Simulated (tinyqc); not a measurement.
# Thin-film transistor with exponential tail and deep states, accumulation layer, step by step

Program tinyqc, `OMP_NUM_THREADS=1 python tinyqc.py 2610037 2610038 out.jsonl`; Intel Xeon 2.30GHz, shared host, one thread, about 0.02 s. Printed values are rounded.

An undoped film in accumulation, thicker than the space-charge layer. With band bending psi the Fermi level lies E0 - psi below the band edge. Free electrons n = n0 exp(psi/Vt) carry the current; electrons in two exponential distributions of traps, a = a0 exp(psi/Va) and d = d0 exp(psi/Vp), do not. Linear regime, ohmic contacts, traps in equilibrium.

Values chosen for this exercise; values close to those of amorphous silicon: temperature T = 250 K; relative permittivity of the semiconductor eps_r = 11.8; density of extended states Nc = 5e19 cm^-3; band mobility mb = 7.7 cm^2/(V s); total density of tail states Nt = 1e20 cm^-3; characteristic temperature of the tail Tt = 310 K; total density of deep states Nd = 7.5e17 cm^-3; characteristic temperature of the deep states Td = 1080 K; bulk Fermi level below the band edge E0 = 0.67 eV; gate capacitance Ci = 35 nF/cm^2; ratio W/L WL = 2; drain voltage Vd = 0.05 V; gate voltage above flat band Vg = 7.3 V.

Constants: q = 1.602176634e-19 C, kB = 1.380649e-23 J/K, Vt = kB T/q, eps0 = 8.8541878128e-14 F/cm where lengths are in cm. Results are converted to the units shown.

Range of the model: The th form assumes a Fermi level far below the band edge; at the surface it overcounts the filled tail by a factor of about 1.5.

## Bulk densities

Va = kB Tt/q, Vp = kB Td/q; n0 = Nc exp(-E0/Vt), a0 = Nt th(T/Tt) exp(-E0/Va), d0 = Nd th(T/Td) exp(-E0/Vp), th(x) = pi x/sin(pi x).

Va = 0.0267137 V
Vp = 0.0930672 V
th(T/Tt) = 4.43494
n0 = 1.55727e6 cm^-3
a0 = 5.68152e9 cm^-3
d0 = 6.13070e14 cm^-3

## Iteration 1: surface potential by Newton steps

psi at the start = 0.72 V

Va = kB Tt/q, Vp = kB Td/q. G(psi) = sum over the three kinds of c0 [V (exp(psi/V) - 1) - psi], field F = sqrt(2 q G/(eps0 eps_r)); Vg = psi + eps0 eps_r F/Ci at the surface. f = psi + eps0 eps_r F/Ci - Vg, f' = 1 + q rho/(Ci F) with rho = sum c0 (exp(psi/V) - 1); psi(new) = psi - f/f'.

F = 5198.10 kV/cm
f = 148.590 V
f' = 2989.05
psi after iteration 1 = 0.670289 V

## Iteration 2: surface potential by Newton steps

As before.

F = 2007.78 kV/cm
f = 53.3052 V
f' = 1140.54
psi after iteration 2 = 0.623552 V

## Course of the iteration: surface potential by Newton steps

Stop when psi changes by less than 1e-10 V, or after 30 iterations. psi must stay between 0 and 5 V.

Course of the iteration:
```
iteration   psi (V)  |change| (V)
1          0.670289        0.0497
2          0.623552        0.0467
3          0.584538        0.0390
4          0.560174        0.0244
5          0.552326       7.85e-3
6          0.551668       6.59e-4
7          0.551663       4.23e-6
8          0.551663      1.73e-10
9          0.551663       < 1e-14
```

Converged in 9 iterations. At the end the number of correct digits about doubles with each step.

## Free and total charge, current

psi_s = 0.551663 V

Va = kB Tt/q, Vp = kB Td/q. G(psi) = sum over the three kinds of c0 [V (exp(psi/V) - 1) - psi], field F = sqrt(2 q G/(eps0 eps_r)); Vg = psi + eps0 eps_r F/Ci at the surface. Total charge Q = Ci (Vg - psi_s); free charge Qf = q times the integral of n0 (exp(psi/Vt) - 1)/F over psi from 0 to psi_s; I = (W/L) mb Qf Vd; effective mobility mb Qf/Q.

surface densities (cm^-3): free 2.05784e17, tail 5.28506e18, deep 2.30052e17
Q = 236.192 nC/cm^2
Qf = 4.69281 nC/cm^2
effective mobility = 0.152989 cm^2/(V s)
I = 3.61347 nA

1.99 % of the induced charge is free, against 3.60 % of the electrons right at the surface.
